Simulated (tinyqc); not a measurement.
Two-valley model of the transferred-electron effect: one step, computed by the program tinyqc.

Both kinds of valley share one electron temperature T_e, and each has a constant mobility.

Task: Equilibrium. Density-of-states ratio R = Z (m2/m1)^(3/2); n2/n1 = R exp(-dE/(k_B T_e)); mean mobility mu = (mu1 + mu2 n2/n1)/(1 + n2/n1); energy balance e mu F^2 = (3/2) k_B (T_e - T)/tau_E; v = mu F.

Inputs (values chosen for the exercise, modelled on GaN): central-valley mass m1 = 0.21 m_0; satellite-valley mass m2 = 0.44 m_0; satellite valleys Z = 6; valley separation dE = 1.1 eV; central-valley mobility mu1 = 950 cm^2/(V s); satellite-valley mobility mu2 = 56 cm^2/(V s); lattice temperature T = 400 K.

Solver: damped fixed point.

Constants: k_B = 8.617333262e-05 eV/K.

Give: R; n2/n1 without field; low-field mobility.

Result:

R = 18.197

n2/n1 without field = 2.5154e-13

low-field mobility = 950 cm^2/(V s)

dE is 31.9 k_B T, so the satellites are empty without field.
